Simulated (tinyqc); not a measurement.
Contact resistivity and sheet resistance from two contact lengths.

Question. Rc = [sqrt(rc Rsh)/Wc] coth(Lc/(2 LT)), LT = sqrt(rc/Rsh), Wc = 126 nm; the second contact is twice as long as the first. Find LT, rc and Rsh.

Rc for Lc = 28 and 56 nm (ohm): 55.8140244  44.6093509

Answer. With t = tanh(Lc/(2 LT)) for the shorter contact, the resistance of the longer over that of the shorter is (1 + t^2)/2. Then sqrt(rc Rsh) = Rc t Wc, and rc and Rsh follow by multiplying and dividing by LT.

LT = 13.6 nm
rc = 7.40e-10 ohm cm^2
Rsh = 400 ohm

Numbers from tinyqc (`OMP_NUM_THREADS=1 python tinyqc.py 2170109 2170110 out.jsonl`; about 0.04 s on one thread of a shared Intel Xeon 2.30GHz).
